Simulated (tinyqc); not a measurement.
# MOS structure on a p-type body with a surface-enhanced doping, non-linear Poisson equation by Newton steps: two studies

One dimension, insulator interface at x = 0, acceptor density Na + N0 exp(-x/Ls), net doping C = -(acceptor density). psi is counted from the intrinsic level: n = ni exp((psi - Vb)/Vt), p = ni exp(-psi/Vt); deep in the body psi_b = -Vt ln(Na/ni). The gate acts through Cox = eps0 eox/tox and has the potential psi_G = Vg - (phiM - chi - Vt ln(Nc/ni)). Boltzmann statistics, full ionisation, classical densities, no oxide or interface charge. Acceptors in real wide-gap material are deep and only partly ionised in the neutral body.

Values chosen for this exercise; band and dielectric values close to those of 4H silicon carbide:

| symbol | value | unit | meaning |
|---|---|---|---|
| T | 400 | K | temperature |
| Eg | 3.24 | eV | band gap |
| eps_r | 9.55 |  | relative permittivity |
| Nc | 2.65e19 | cm^-3 | conduction-band density of states at T |
| Nv | 3.83e19 | cm^-3 | valence-band density of states at T |
| chi | 3.62 | eV | electron affinity |
| Na | 1.3e18 | cm^-3 | acceptor density deep in the body |
| eox | 3.9 |  | relative permittivity of the gate insulator (close to silicon dioxide) |
| tox | 8 | nm | insulator thickness |
| phiM | 3.91 | eV | gate work function |
| Vb | 0.3 | V | electron quasi-Fermi potential against the body |
| N0 | 3.2e18 | cm^-3 | extra acceptor density at the surface |
| Ls | 19 | nm | decay length |

Constants: q = 1.602176634e-19 C, kB = 1.380649e-23 J/K, Vt = kB T/q, eps0 = 8.8541878128e-14 F/cm where lengths are in cm. Results are converted to the units shown.

Each table varies one quantity; the others keep the values above.

## Charge and capacitance against gate voltage

ni = sqrt(Nc Nv) exp(-Eg/(2 Vt)), Eg in volts. The Poisson equation d/dx(eps0 eps_r dpsi/dx) = -q (p - n + C), with eps0 eps_r dpsi/dx = -Cox (psi_G - psi_0) at x = 0, is solved on a mesh of about 600 nodes or more. N_inv is the integral of n less its value deep in the body. C_LF = Cox (1 - dpsi_0/dVg) with all carriers following; C_HF is the same with the electron quasi-Fermi level shifting uniformly so that N_inv stays fixed. The centroid is that of the same excess.

Results:
```
Vg (V)	psi_0 - psi_b (V)	N_inv (cm^-2)	C_LF/Cox	C_HF/Cox	centroid (nm)
3.93	3.02	4.12e6	0.343	0.343	0.183
4.1	3.13	1.05e8	0.339	0.338	0.180
4.44	3.35	5.08e10	0.507	0.328	0.175
4.61	3.41	2.74e11	0.771	0.326	0.173
4.78	3.43	6.19e11	0.874	0.325	0.171
4.94	3.45	9.85e11	0.913	0.324	0.169
5.11	3.46	1.39e12	0.936	0.324	0.167
```

Estimate the missing row, Vg = 4.27 V.

Computed row:
```
Vg (V)	psi_0 - psi_b (V)	N_inv (cm^-2)	C_LF/Cox	C_HF/Cox	centroid (nm)
4.27	3.25	2.68e9	0.345	0.333	0.178
```

With this row back in the table: N_inv goes from 4.12e6 to 1.39e12 cm^-2 and passes 2e11 cm^-2 at Vg = 4.57 V. Below threshold it takes 121 mV a decade between Vg = 4.1 and 4.27 V, against Vt ln 10 = 79.4 mV. C_LF/Cox is lowest, 0.339, at Vg = 4.1 V among the rows listed and ends at 0.936, while C_HF/Cox ends at 0.324. Between the last two rows q dN_inv/dVg is 0.893 Cox. Where the classical centroid is under about 2 nm, confinement would move the charge away from the interface and raise the threshold.

## Effect of the extra acceptor density at the surface on threshold, swing and body effect

VT is the Vg at which N_inv = 2e11 cm^-2. m = 1/(dpsi_0/dVg) at N_inv = 1e8 cm^-2; the swing is the Vg between N_inv = 1e8 and 1e9 cm^-2; body coefficient [VT(Vb + 0.05 V) - VT(Vb)]/0.05 V - 1.

Results:
```
N0 (cm^-3)	VT (V)	psi_0 - psi_b at VT (V)	m - 1	swing (mV/decade)	body coefficient
8e17	3.51	3.38	0.419	113	0.405
1.2e18	3.69	3.39	0.433	114	0.418
2.5e18	4.27	3.39	0.483	118	0.462
3.7e18	4.77	3.40	0.533	122	0.508
5.5e18	5.49	3.40	0.613	128	0.582
8e18	6.40	3.41	0.727	137	0.689
```

Estimate the missing row, N0 = 1.7e18 cm^-3.

Computed row:
```
N0 (cm^-3)	VT (V)	psi_0 - psi_b at VT (V)	m - 1	swing (mV/decade)	body coefficient
1.7e18	3.92	3.39	0.452	116	0.434
```

With this row back in the table: As N0 goes from 8e17 to 8e18, VT rises from 3.51 to 6.40 V, the swing rises from 113 to 137 mV/decade and the body coefficient rises from 0.405 to 0.689. The swing stays within 0.54 % of m Vt ln 10, and the body coefficient within 0.038 of m - 1.

Numbers from tinyqc (`OMP_NUM_THREADS=1 python tinyqc.py 2080004 2080005 out.jsonl`; about 0.7 s on one thread of a shared Intel Xeon 2.30GHz).
